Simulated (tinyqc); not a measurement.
Inside a calculation: Weaire-Thorpe hybrids on a Bethe lattice: gap and dangling bond of an amorphous tetrahedral solid. Values are carried at full precision from step to step, so a last printed digit may differ when a step is redone from the rounded ones.

Four sp3 hybrids an atom at energy 0, coupled by -V1 on the atom and by -V2 along a bond; the bonds form a tree (no rings). For any network the gap runs at least from -V2 + V1 to V2 - 3 V1, and p-like states pile up at -V2 + V1 and V2 + V1. On the tree the gap is wider: it ends at Ec = -V1 + sqrt(V2^2 + 4 V1^2 - 2 sqrt3 V1 V2), which makes it well wider than the gaps of the real glasses. A branch seen from a hybrid has the self-energy S = V2^2 g, where g is the Green function of the hybrid across the bond, whose three partners carry S themselves. With a = z - V1, b = a - S: g = 1/(a + V1 b/(b + 3 V1)), z = E + i eta. A full atom has G = (1/b)(b + 3 V1)/(b + 4 V1) per hybrid; a dangling hybrid with shift dh has G = 1/(1/g - dh).

Values chosen for the exercise (of the size of tabulated hybrid energies for amorphous germanium; the results hold for these values, not for the real material):
```
symbol  value  unit  meaning
V1      1.98   eV    coupling of two hybrids on one atom
V2      4.33   eV    coupling of the two hybrids of a bond
E       -5.31  eV    energy
eta     0.03   eV    broadening
dh      -1.13  eV    shift of the dangling hybrid (rehybridisation)
```

## Edges

Bounds -V2 + V1 and V2 - 3 V1. On the tree the s-like bands are narrower: E = -V1 -/+ sqrt(V2^2 + 4 V1^2 + V1 V2 e) with e from -2 sqrt3 to 2 sqrt3 (for a crystal, -4 to 4), so the conduction edge is -V1 + sqrt(V2^2 + 4 V1^2 - 2 sqrt3 V1 V2).

edges (eV): Ev -2.3500, Ec(bound) -1.6100, Ec(tree) 0.1952

gaps (eV): (bound, reached in the crystal) 0.7400, (tree) 2.5452

The gap needs no periodicity, only V2 > 2 V1 (here V2/V1 = 2.187); leaving out rings widens it by 1.805 eV. Two parameters give the trend, not the value.

## The self-energy at one energy

S = V2^2 g is a quadratic A S^2 + B S + C = 0 with A = a + V1, B = -(a (a + 4 V1) + V2^2), C = V2^2 (a + 3 V1), a = z - V1. Of the two roots take the one with Im S < 0 (if both qualify, the decaying one, with the smaller |V1 V2 g/(b + 3 V1)|).

A, B, C: [-5.3100+0.0300i, -14.1553+0.1998i, -25.3110+0.5625i]

roots (eV): [-1.3188+1.7406i, -1.3471-1.7181i]

S = -1.3471-1.7181i eV

## Densities at that energy

With z = E + i eta, b = z - V1 - S: full atom G = (b + 3 V1)/(b (b + 4 V1)); g = S/V2^2; dangling hybrid 1/(1/g - dh); densities -Im G/pi.

G (1/eV): (bulk) -0.0452-0.0969i, (dangling with dh = 0) -0.0718-0.0916i, (dangling with dh) -0.0661-0.1072i
densities (1/eV): (bulk) 0.0308, (dangling with dh = 0) 0.0292, (dangling with dh) 0.0341

## The dangling-bond level

For eta = 0 the level solves 1/g(E) = dh inside the gap (bisection); its weight on the dangling hybrid is 1/(d(1/g)/dE), by central differences with step 1e-5 eV.

level = -0.5422 eV
above Ev = 1.8078 eV
weight on the dangling hybrid = 0.552

The level lies at 71 % of the gap of the tree; 45 % of it spreads over the back bonds.

## Checks

- Conduction edge from the formula against the zero of the discriminant: both 0.195172.
- S from the quadratic against damped iteration of S = V2^2 g: both -1.347097.

Computed by tinyqc, a small Python program: `OMP_NUM_THREADS=1 python tinyqc.py 1450105 1450106 out.jsonl` (the numbers bound the seed that draws the inputs); one thread of a shared host (Intel(R) Xeon(R) Processor @ 2.30GHz), about 0.02 s for the whole set of steps.
